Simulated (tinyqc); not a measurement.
Worked calculation: sp3 tight binding, zinc-blende lattice. One step of it, computed by the program tinyqc.

Question. Bloch Hamiltonian at X. Slater-Koster rules over the four bonds with direction cosines (l, m, n): ss V_ss; s-px l V_sp; px-s -l V_sp; px-px l^2 V_pps + (1 - l^2) V_ppp; px-py l m (V_pps - V_ppp); each times exp(i k.d).

Parameters chosen for this model: zinc-blende lattice, anion at 0, cation at a/4 (1,1,1); V = eta hbar^2 / (m d^2), hbar^2/m = 7.619964 eV angstrom^2:
```
parameter          value      unit
a               5.420000  angstrom
d               2.346929  angstrom
Es anion      -13.840000        eV
Ep anion       -6.060000        eV
Es cation     -13.840000        eV
Ep cation      -6.060000        eV
eta ss         -1.320000
eta sp          1.420000
eta pp sigma    2.220000
eta pp pi      -0.630000
V ss           -1.826110        eV
V sp            1.964452        eV
V pp sigma      3.071186        eV
V pp pi        -0.871553        eV
```

k point X (2 pi / a): [1, 0, 0]

Give: H(k) at X.

Answer.

H(k) at X (eV), order a s, a px, a py, a pz, c s, c px, c py, c pz:
```
[[-13.8400, 0.0000, 0.0000, 0.0000, 0.0000, 0.0000+4.5367i, 0.0000, 0.0000],
 [0.0000, -6.0600, 0.0000, 0.0000, 0.0000-4.5367i, 0.0000, 0.0000, 0.0000],
 [0.0000, 0.0000, -6.0600, 0.0000, 0.0000, 0.0000, 0.0000, 0.0000+5.2570i],
 [0.0000, 0.0000, 0.0000, -6.0600, 0.0000, 0.0000, 0.0000+5.2570i, 0.0000],
 [0.0000, 0.0000+4.5367i, 0.0000, 0.0000, -13.8400, 0.0000, 0.0000, 0.0000],
 [0.0000-4.5367i, 0.0000, 0.0000, 0.0000, 0.0000, -6.0600, 0.0000, 0.0000],
 [0.0000, 0.0000, 0.0000, 0.0000-5.2570i, 0.0000, 0.0000, -6.0600, 0.0000],
 [0.0000, 0.0000, 0.0000-5.2570i, 0.0000, 0.0000, 0.0000, 0.0000, -6.0600]]
```
